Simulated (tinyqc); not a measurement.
Bias dependence of the times: oxide trap near a transistor channel: two-state multiphonon kinetics, telegraph noise and bias instability. Computed by tinyqc, a small Python program. Command: `OMP_NUM_THREADS=1 python tinyqc.py 3006238 3006239 out.jsonl oxidetrap walk`. One thread of a shared host (Intel(R) Xeon(R) Processor @ 2.30GHz), about 0.01 s of CPU time with the checks.

An n-channel device under positive gate bias. The trap is empty (state 1) or holds an electron (state 2); both states are parabolas of equal curvature, and the electron reservoir is taken at the Fermi level of the channel.

Inputs (values chosen for the exercise, with an insulator like SiO2 on silicon):

| quantity | value | unit |
|---|---|---|
| trap depth x from the interface | 1.5 | nm |
| tunnel barrier phi_b | 3.13 | eV |
| tunnelling mass m_ox | 0.42 | m_0 |
| trap level above E_F at zero field E_t | 0.29 | eV |
| relaxation energy E_R | 2 | eV |
| oxide field F | 2.2 | MV/cm |
| attempt rate k_0 at the interface | 2e+12 | 1/s |
| temperature T | 250 | K |

Parts treated: one trap and an ensemble.

Constants: hbar^2/(2 m_0) = 3.80998212 eV angstrom^2; k_B = 8.617333262e-05 eV/K.

Method. kappa = sqrt(2 m_ox phi_b)/hbar = sqrt(m_ox phi_b/(hbar^2/2m_0)); attenuation length lambda = 1/(2 kappa); factor exp(-x/lambda) for a rectangular barrier. E_21 = E_t - e F x is the energy of state 2 over state 1; barriers E_c = (E_R + E_21)^2/(4 E_R), E_e = E_c - E_21; tau_c = exp(E_c/k_B T)/(k_0 P), tau_e = exp(E_e/k_B T)/(k_0 P), P the tunnelling factor; occupation f_2 = tau_e/(tau_c + tau_e); 1/tau_0 = 1/tau_c + 1/tau_e.

tunnelling factor = 2.22248e-08

Against field:

| F (MV/cm) | E_21 (eV) | tau_c (s) | tau_e (s) | f_2 |
|---|---|---|---|---|
| 0.00 | 0.290 | 3.6871e+08 | 5.2546e+02 | 1.4251e-06 |
| 0.66 | 0.191 | 2.8107e+07 | 3.9666e+03 | 1.4111e-04 |
| 1.32 | 0.092 | 2.4007e+06 | 3.3550e+04 | 1.3783e-02 |
| 1.76 | 0.026 | 4.9598e+05 | 1.4836e+05 | 2.3026e-01 |
| 2.20 | -0.040 | 1.0778e+05 | 6.9008e+05 | 8.6491e-01 |
| 2.64 | -0.106 | 2.4636e+04 | 3.3763e+06 | 9.9276e-01 |
| 3.30 | -0.205 | 2.9599e+03 | 4.0169e+07 | 9.9993e-01 |

What does the comparison show, and why?

ln(tau_c/tau_e) falls by e x/k_B T = 6.963 per MV/cm, which measures the depth x if the change of surface potential with bias is left aside. Over these rows tau_c shortens by 5.10 decades and tau_e lengthens by 4.88; the two share the shift almost equally, as the first and last E_21 average to little against E_R. The times cross at F = E_t/(e x) = 1.93 MV/cm.

Extremes, crossings and ranges named in words are read from the listed rows.
